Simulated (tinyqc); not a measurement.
Changing the dielectric constant eps: formation energy of a charged point defect from supercell energies. Computed by tinyqc, a small Python program. Command: `OMP_NUM_THREADS=1 python tinyqc.py 3000669 3000670 out.jsonl formation sweep`. One thread of a shared host (Intel(R) Xeon(R) Processor @ 2.30GHz), about 0.01 s of CPU time with the checks.

The host is a compound AB. Making the defect adds n_A = 0, n_B = -1, n_X = 1 atoms to the cell. All total energies are inputs. E_F is counted from the valence-band maximum (VBM); x = 0 is A-rich and x = 1 B-rich growth.

Inputs (values chosen for the exercise, for a model compound AB):
```
quantity                       value      unit
E_VBM of the host cell          5.39        eV
potential alignment dV        -0.076        eV
cell length L                   10.6  angstrom
mu_B of the pure element      -2.561        eV
formation enthalpy dH of AB    -1.02        eV
growth condition x              0.66         -
Fermi level E_F                0.401        eV
temperature T                   1200         K
site density N_s             3.3e+22     cm^-3
mu_X of the pure element      -6.926        eV
formation enthalpy of AX       -0.77        eV
```

Defect: impurity X on a B site. Supercell lattice: fcc.

charge states q: 1  0  -1

E(defect, q) - E(host), in the order of q (eV): -7.712  -1.613  4.429

Constants: e^2/(4 pi eps_0) = 14.39964548 eV angstrom; k_B = 8.617333262e-05 eV/K.

Method:
- dmu_A = x dH and dmu_B = (1 - x) dH, so that dmu_A + dmu_B = dH; mu = mu(element) + dmu. The impurity is held at its solubility limit: dmu_X = min(0, dH(AX) - dmu_A).
- The reservoir term is sum n_i mu_i.
- Image-charge correction of a point charge in a neutralising background: E_corr = q^2 alpha e^2/(4 pi eps_0) / (2 eps L), alpha = 2.888282 for a fcc array with L the cube root of the volume.
- E_f(q, E_F) = [E(defect, q) - E(host)] - sum n_i mu_i + q (E_VBM + dV + E_F) + E_corr(q).
- eps(q/q-1) = E_f(q - 1, 0) - E_f(q, 0).
- E_f(q, E_F) = E_f(q, 0) + q E_F.
- c_q = N_s exp(-E_f(q, E_F)/k_B T), with all degeneracy factors one and no vibrational entropy.

One run for each value:
```
dielectric constant eps  level (+1/0) (eV)  level (0/-1) (eV)  lowest formation energy (eV)
4.0                                0.29455             1.2185                        2.5020
5.3                                0.41485             1.0982                        2.4882
7.1                                0.50869             1.0043                        2.3943
13.0                               0.63409             0.8789                        2.2689
17.0                               0.66960             0.8434                        2.2334
22.0                               0.69583             0.8172                        2.2072
30.0                               0.71961             0.7934                        2.1834
```

Give the missing row, dielectric constant eps = 9.5.

Computed row:
```
dielectric constant eps  level (+1/0) (eV)  level (0/-1) (eV)  lowest formation energy (eV)
9.5                                0.57849             0.9345                        2.3245
```

Interpolating between the two neighbouring rows (the first column on a logarithmic scale, the others too where they are positive) misses most in level (+1/0) (eV), by 2.2 %. Over the rows, level (+1/0) (eV) rises from 0.295 to 0.720 (exponent d ln y / d ln x 1.2 between the first rows and 0.11 between the last); level (0/-1) (eV) falls from 1.22 to 0.793 (exponent d ln y / d ln x -0.37 between the first rows and -0.095 between the last); lowest formation energy (eV) falls from 2.50 to 2.18 (exponent d ln y / d ln x -0.020 between the first rows and -0.035 between the last). The cell energies are held while eps moves, so this shows how much hangs on the correction, which scales as q^2/eps; a kink in the lowest E_f marks a level crossing E_F.

Extremes, crossings and ranges named in words are read from the listed rows.
